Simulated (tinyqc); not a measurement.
# Worked calculation: read current of a NAND string, cells in series solved by shooting

Computed by the program tinyqc: `OMP_NUM_THREADS=1 python tinyqc.py 2142212 2142213 out.jsonl`, one thread of a shared Intel Xeon 2.30GHz, about 0.4 s for the whole run. Printed values are rounded.

Cells in series, numbered from 0 at the source line (0 V) to the bit line, each followed by a gap resistance Rg. A cell with gate Vg, threshold VT, source Vs and drain Vd passes I = 2 nf K Vt^2 [F(Vs) - F(Vd)]/(1 + th max(Vg - VT, 0)), F(V) = ln^2(1 + exp((Vg - VT - nf V)/(2 nf Vt))). The selected cell has Vg = Vr, the others Vg = Vp.

Inputs (values chosen for the exercise); values of the order met in vertical NAND strings: temperature T = 300 K; gain factor of a cell K = 5.3 uA/V^2; slope factor nf = 1.2; mobility reduction factor th = 0.19 1/V; resistance of the gap between cells Rg = 9.1 kohm; bit-line voltage Vbl = 0.5 V; pass voltage Vp = 7.8 V; read voltage on the selected word line Vr = 3.19 V.

Constants: q = 1.602176634e-19 C, kB = 1.380649e-23 J/K, Vt = kB T/q. Results are converted to the units shown.

## Step 1: node voltages for a trial current

first trial current = 0.63 uA
thresholds from the source end, cell 0 to 4 (V): [-0.7, -0.7, 2.1, -0.7, -0.7]

For a trial current I start at 0 V and, cell by cell (the selected one is cell 2), solve for the drain: sqrt(F(Vd)) = sqrt(F(Vs) - I/k), k = 2 nf K Vt^2/(1 + th max(Vg - VT, 0)), Vd = [Vg - VT - 2 nf Vt ln(exp(sqrt F) - 1)]/nf, then add I Rg.

node voltage after each cell and gap, trial 1, cell 0 to 4 (V): [0.0423973, 0.0850164, 0.251716, 0.295472, 0.339474]

## Step 2: node voltages for a trial current

second trial current = 0.82 uA

As before.

node voltage after each cell and gap, trial 2, cell 0 to 4 (V): [0.0552212, 0.110820, 0.345917, 0.403608, 0.461737]

## Course of the secant iteration

Secant steps on the end voltage less Vbl, from the two trials; a trial above the saturation current of a cell has no solution and is moved halfway to the previous trial. Stop below 1e-9 V.

Course of the iteration:
```
iteration    I (uA)  end voltage - Vbl (V)  halvings
1          0.879462                3.24e-3         0
2          0.874818               -6.83e-5         0
3          0.874914               -1.23e-7         0
4          0.874914               4.70e-12         0
```

Converged in 4 iterations to I = 0.87491 uA. The selected cell takes 49.9 % of the bit-line voltage and the gaps together 7.96 %.
